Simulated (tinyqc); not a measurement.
# Input admittance of a MOSFET at zero drain bias: distributed channel and distributed gate, step by step

Numbers from tinyqc (`OMP_NUM_THREADS=1 python tinyqc.py 2262243 2262244 out.jsonl`; about 0.01 s on one thread of a shared Intel Xeon 2.30GHz). Printed values are rounded.

Source and drain grounded, strong inversion, w = 2 pi f, Cox = eps0 eox/tox. The channel is an RC line of resistance 1/(mu Cox Vo) per square fed from both ends, so one finger has the intrinsic admittance y = i w Cox L tanh(g)/g per width, g = (1/2) sqrt(i w tau), tau = L^2/(mu Vo). The vertical resistance rv/L is in series with y, the overlaps 2 i w Cov in parallel: y_t = 1/(1/y + rv/L) + 2 i w Cov. The gate strip is a line of Rsh/L per length loaded by y_t, so a finger has Y = y_t Wf tanh(k)/k, k = (Wf/sd) sqrt(y_t Rsh/L); the device has Nf Y.

Values chosen for this exercise; values of the order met in silicon radio-frequency transistors:

| symbol | value | unit | meaning |
|---|---|---|---|
| eox | 21.5 |  | relative permittivity of the gate insulator (close to hafnium oxide) |
| tox | 22 | nm | insulator thickness |
| L | 1.9 | um | channel length |
| Wf | 2.8 | um | finger width |
| Nf | 16 |  | number of fingers |
| mu | 140 | cm^2/(V s) | channel mobility |
| Vo | 0.28 | V | gate overdrive |
| Rsh | 26 | ohm/square | sheet resistance of the gate |
| rv | 4.4 | ohm um^2 | vertical resistivity of the gate stack |
| sd | 1 |  | number of ends at which a finger is contacted |
| Cov | 0.36 | fF/um | overlap and fringe capacitance on each side |
| f | 1 | GHz | frequency |

Constants: eps0 = 8.8541878128e-14 F/cm where lengths are in cm. Results are converted to the units shown.

## Low-frequency resistances and capacitance

Low-frequency limits, with c = Cox L and ct = c + 2 Cov: R_strip = Rsh Wf/(3 sd^2 L Nf), R_ch = (c/ct)^2 L/(12 mu Cox Vo Wf Nf), R_vert = (c/ct)^2 rv/(L Wf Nf), C = ct Wf Nf.

parts (ohm): strip 0.798246, channel 95.6344, vertical 0.0474451
sum = 96.4801 ohm
C = 768.796 fF
1/(2 pi R C) = 2.14571 GHz

The channel term is the largest, 99.1 % of the sum.

## Admittance of the channel and stack per width

tau, g, c = Cox L, y and y_t as defined.

tau = 920.918 ps
g = 0.850463+0.850463i
c = 16.4406 fF/um
y = 37.2506+81.8398i uS/um
y_t = 37.2629+86.3496i uS/um

w tau = 5.79, and Im y is 0.792 of w c.

## Input impedance of the device

k and Y as defined; Z = 1/(Nf Y) = R + 1/(i w C); Q = |Im Z|/R; signal at the point farthest from a contact |1/cosh k|.

k = 0.0839269+0.0551906i
Nf Y = 1.67904+3.85813i mS
R = 94.8379 ohm
C = 730.337 fF
Q = 2.29781
signal at the far point = 0.997997

R is 1.7 % below its low-frequency limit and C is 5.0 % below its own.
